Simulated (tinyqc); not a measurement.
Minority carriers and saturation current of a heavily doped emitter: two steps of the calculation.

n-type, parabolic bands, full ionisation. eta = (EF - Ec)/kB T solves N = Nc F12(eta), F12(x) = (2/sqrt(pi)) int_0^infinity sqrt(u)/(1 + exp(u - x)) du. The gap shrinks rigidly by dEg = E1 [ln(N/N0) + sqrt(ln^2(N/N0) + 0.5)], an empirical law that is here taken as the true narrowing.

Values chosen for this exercise; band and dielectric values close to those of silicon:
- T = 300 K (temperature)
- Nc = 2.82e19 cm^-3 (conduction-band density of states at 300 K)
- N = 3.1e19 cm^-3 (ionised donor density)
- mup = 230 cm^2/(V s) (minority-hole mobility)
- Cn = 1.7e-31 cm^6/s (Auger coefficient)
- ts = 0.085 us (defect lifetime)
- W = 58 nm (emitter width)
- S = 2600 cm/s (recombination velocity at the contact)

Constants: q = 1.602176634e-19 C, kB = 1.380649e-23 J/K, Vt = kB T/q. Results are converted to the units shown.

Question 1. Fermi level. Newton step on ln F12(eta) = ln(N/Nc): eta(new) = eta - ln(Nc F12/N) F12/Fm, Fm(x) = dF12/dx = (1/sqrt(pi)) int_0^infinity u^(-1/2)/(1 + exp(u - x)) du.

eta at the start (Boltzmann value) = 0.0947

Find: F12; Fm; eta after iteration 1.

Answer 1.

F12 = 0.8242
Fm = 0.6414
eta after iteration 1 = 0.4648

Question 2. Saturation current. 1/tau = Cn N^2 + 1/ts, D = mup Vt, L = sqrt(D tau); J0 = (q p0 D/L)(s + tanh(W/L))/(1 + s tanh(W/L)), s = S L/D; the share recombining inside is 1 - 1/[cosh(W/L)(1 + tanh(W/L)/s)].

p0 = 136.21735 cm^-3

Give: tau; L; s; J0; share recombining inside.

Answer 2.

tau = 5.710 ns
L = 1843 nm
s = 0.08057
J0 = 78.71 fA/cm^2
share recombining inside = 28.12 %

Bulk and contact share the loss.

Range of the model: Band tails, non-parabolic bands and incomplete ionisation are left out.

Program tinyqc, `OMP_NUM_THREADS=1 python tinyqc.py 2330136 2330137 out.jsonl`; Intel Xeon 2.30GHz, shared host, one thread, about 0.01 s.
